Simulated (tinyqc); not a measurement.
Inside a calculation. Model: free and trapped electrons in a MOS channel with a dense trap tail.

Computed by the program tinyqc: `OMP_NUM_THREADS=1 python tinyqc.py 2222024 2222025 out.jsonl`, one thread of a shared Intel Xeon 2.30GHz, about 0.02 s for the whole run. Printed values are rounded.

p-type body, charge-sheet picture, full ionisation (an idealisation for deep acceptors), Boltzmann statistics for free electrons. e = Ec - EF at the surface. Acceptor-like traps of density D(E) = D0 + De exp(-E/Ew) at depth E below Ec, from 0 to Eu, hold n_t = integral of D(E)/(1 + exp((e - E)/Vt)). psi = Eg - Vt ln(Nv/Na) - e; N_dep = sqrt(2 eps0 eps_r Na (psi - Vt)/q); n_f = sqrt(N_dep^2 + 2 eps0 eps_r Vt Nc exp(-e/Vt)/q) - N_dep; Vg = Vfb + psi + q (N_dep + n_t + n_f)/Cox, Cox = eps0 eox/tox.

Parameters, values chosen for the exercise; band and dielectric values close to those of silicon: temperature T = 400 K; band gap Eg = 1.1 eV; relative permittivity eps_r = 11.6; conduction-band density of states at T Nc = 4.31e19 cm^-3; valence-band density of states at T Nv = 4.16e19 cm^-3; relative permittivity of the insulator eox = 3.9; insulator thickness tox = 26 nm; acceptor density Na = 1.5e16 cm^-3; flat-band voltage without trapped charge Vfb = -0.95 V; constant background density of acceptor-like traps D0 = 1.6e11 cm^-2 eV^-1; density of the tail at the conduction edge De = 1.6e13 cm^-2 eV^-1; decay energy of the tail Ew = 0.09 eV; depth below Ec down to which the traps reach Eu = 0.76 eV; mobility of free electrons mf = 95 cm^2/(V s); Ec - EF at the surface e = 0.269 eV.

Constants: q = 1.602176634e-19 C, kB = 1.380649e-23 J/K, Vt = kB T/q, eps0 = 8.8541878128e-14 F/cm where lengths are in cm. Results are converted to the units shown.

## Trapped charge

Trapezoid rule on 12 equal steps from 0 to Eu, f = 1/(1 + exp((e - E)/Vt)).

```
point     E (eV)  D(E) f (cm^-2 eV^-1)
0              0             6.59194e9
1      0.0633333            2.06442e10
2       0.126667            6.45692e10
3           0.19            1.92558e11
4       0.253333            4.34361e11
5       0.316667            5.07087e11
6           0.38            3.79497e11
7       0.443333            2.74351e11
8       0.506667            2.17218e11
9           0.57            1.88387e11
10      0.633333            1.74055e11
11      0.696667            1.66955e11
12          0.76            1.63441e11
```

n_t = 1.71298e11 cm^-2

With 1600 steps n_t = 1.714e11 cm^-2; the coarse value is 0.032 % below it.

## Charges and gate voltage

psi, N_dep, n_f and Vg as defined, with the n_t given; free share n_f/(n_f + n_t); apparent mobility mf n_f/(n_f + n_t); gate voltage spent on traps q n_t/Cox.

psi = 0.557734 V
N_dep = 3.17226e11 cm^-2
n_f = 1.20236e10 cm^-2
Vg = 0.211565 V
free share = 6.55874 %
apparent mobility = 6.23080 cm^2/(V s)
gate voltage spent on traps = 0.206644 V
